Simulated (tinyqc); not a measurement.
# Illuminated p-n diode, drift-diffusion by the Gummel loop with Scharfetter-Gummel fluxes: two studies

Abrupt junction at x = 0, p side from -Lp, n side to Ln, ohmic contacts. psi is counted from the intrinsic level; n = ni exp((psi - phin)/Vt), p = ni exp((phip - psi)/Vt). Contacts: p side psi = V - Vt ln(Na/ni), p = Na, n = ni^2/Na; n side psi = Vt ln(Nd/ni), n = Nd, p = ni^2/Nd. Constant mobilities, D = mu Vt, Boltzmann statistics, SRH recombination through a mid-gap level, U = (n p - ni^2)/(tp (n + ni) + tn (p + ni)). Current is positive from the p contact to the n contact.

Inputs (values chosen for the exercise); band and dielectric values close to those of silicon: temperature T = 275 K; band gap Eg = 1.13 eV; relative permittivity eps_r = 11.6; conduction-band density of states at T Nc = 2.45e19 cm^-3; valence-band density of states at T Nv = 2.29e19 cm^-3; acceptor density of the p side Na = 3.7e17 cm^-3; donor density of the n side Nd = 1.7e16 cm^-3; electron mobility mun = 790 cm^2/(V s); hole mobility mup = 260 cm^2/(V s); SRH lifetime of electrons tn = 2e-10 s; SRH lifetime of holes tp = 2e-9 s; length of the p side Lp = 1.5 um; length of the n side Ln = 0.83 um.

Constants: q = 1.602176634e-19 C, kB = 1.380649e-23 J/K, Vt = kB T/q, eps0 = 8.8541878128e-14 F/cm where lengths are in cm. Results are converted to the units shown.

Each table varies one quantity; the others keep the values above.

## Current against voltage in the dark

ni = sqrt(Nc Nv) exp(-Eg/(2 Vt)), Eg in volts. Poisson and both continuity equations are solved self-consistently with Scharfetter-Gummel fluxes on a graded mesh of 500 nodes. J_scr is q times the integral of U between -xp and xn. Ideal diffusion current J_id = q ni^2 [Dn coth(wp/Le)/(Le Na) + Dp coth(wn/Lh)/(Lh Nd)] (exp(V/Vt) - 1), Le = sqrt(Dn tn), Lh = sqrt(Dp tp), wp = Lp - xp, wn = Ln - xn, with xp and xn from the depletion approximation (W = sqrt(2 eps0 eps_r (Vbi - V)(1/Na + 1/Nd)/q), xp = W Nd/(Na + Nd), xn = W Na/(Na + Nd), Vbi = Vt ln(Na Nd/ni^2)). Ideality factor = 0.004 V/(Vt ln[J(V + 0.004 V)/J(V)]). Here G = 0.

In this table G = 0 cm^-3 s^-1.

Results:

| V (V) | J (A/cm^2) | ideality factor | J_scr/J (%) | J_id (A/cm^2) | share recombining at the contacts (%) | larger minority/doping at -xp and xn |
|---|---|---|---|---|---|---|
| 0.17 | 8.55e-6 | 1.87 | 100 | 1.69e-9 | 0.0154 | 7.60e-12 |
| 0.24 | 4.08e-5 | 1.90 | 99.9 | 3.21e-8 | 0.0605 | 1.45e-10 |
| 0.32 | 2.41e-4 | 1.89 | 99.6 | 9.23e-7 | 0.292 | 4.19e-9 |
| 0.46 | 0.00589 | 1.77 | 94.5 | 3.29e-4 | 4.19 | 1.50e-6 |
| 0.53 | 0.0339 | 1.58 | 81.9 | 0.00622 | 13.6 | 2.81e-5 |
| 0.61 | 0.357 | 1.28 | 51.1 | 0.178 | 36.3 | 7.89e-4 |
| 0.68 | 4.22 | 1.13 | 23.4 | 3.35 | 56.3 | 0.0138 |
| 0.75 | 58.2 | 1.17 | 8.28 | 62.8 | 66.5 | 0.189 |

Estimate the missing row, V = 0.39 V.

Computed row:

| V (V) | J (A/cm^2) | ideality factor | J_scr/J (%) | J_id (A/cm^2) | share recombining at the contacts (%) | larger minority/doping at -xp and xn |
|---|---|---|---|---|---|---|
| 0.39 | 0.00116 | 1.86 | 98.5 | 1.74e-5 | 1.13 | 7.94e-8 |

With this row back in the table: J rises from 8.55e-6 to 58.2 A/cm^2; the ideality factor moves up and down between 1.13 and 1.90. Recombination in the depleted layer carries over half of the current up to V = 0.61 V, where the factor is 1.28; it grows roughly as exp(V/2 Vt), so diffusion overtakes it. Where the factor is lowest (V = 0.68 V), J is 26 % above the ideal diffusion current. From V = 0.75 V on the minority density at an edge of the layer exceeds a tenth of the doping, and in the last row J is 7.4 % below the ideal value.

## Solar-cell figures against the uniform generation rate

Jsc = -J(0), collected share Jsc/(q G (Lp + Ln)), estimate q G [W + Le tanh(wp/2 Le) + Lh tanh(wn/2 Lh)] at V = 0 with Le = sqrt(Dn tn), Lh = sqrt(Dp tp), W, wp = Lp - xp and wn = Ln - xn from the depletion approximation; J(Voc) = 0; Vmp maximises -J V; FF = Pmax/(Jsc Voc).

Result of one run:

| G (cm^-3 s^-1) | Jsc (mA/cm^2) | collected share (%) | estimate of Jsc (mA/cm^2) | Voc (V) | Vmp (V) | FF | Pmax (mW/cm^2) |
|---|---|---|---|---|---|---|---|
| 2e19 | 0.337 | 45.1 | 0.339 | 0.333 | 0.249 | 0.620 | 0.0696 |

What becomes of these results when the uniform generation rate G is changed from 2e19 to 4e20 cm^-3 s^-1, all else the same?

Result of the changed run:

| G (cm^-3 s^-1) | Jsc (mA/cm^2) | collected share (%) | estimate of Jsc (mA/cm^2) | Voc (V) | Vmp (V) | FF | Pmax (mW/cm^2) |
|---|---|---|---|---|---|---|---|
| 4e20 | 6.73 | 45.1 | 6.78 | 0.464 | 0.366 | 0.683 | 2.13 |

The whole series:

| G (cm^-3 s^-1) | Jsc (mA/cm^2) | collected share (%) | estimate of Jsc (mA/cm^2) | Voc (V) | Vmp (V) | FF | Pmax (mW/cm^2) |
|---|---|---|---|---|---|---|---|
| 2e19 | 0.337 | 45.1 | 0.339 | 0.333 | 0.249 | 0.620 | 0.0696 |
| 1e20 | 1.68 | 45.1 | 1.69 | 0.404 | 0.311 | 0.657 | 0.447 |
| 4e20 | 6.73 | 45.1 | 6.78 | 0.464 | 0.366 | 0.683 | 2.13 |
| 2e21 | 33.7 | 45.1 | 33.9 | 0.528 | 0.428 | 0.710 | 12.6 |
| 7e21 | 118 | 45.1 | 119 | 0.572 | 0.475 | 0.731 | 49.3 |

As G rises from 2e19 to 7e21, the collected share stays near 45.1 %, Voc rises from 0.333 to 0.572 V and FF rises from 0.620 to 0.731. The estimate of Jsc is within 0.68 % in all rows. Voc gains 93.8 mV a decade of Jsc, an ideality of 1.72.

Computed by the program tinyqc: `OMP_NUM_THREADS=1 python tinyqc.py 2240155 2240156 out.jsonl`, one thread of a shared Intel Xeon 2.30GHz, about 0.9 s for the whole run.
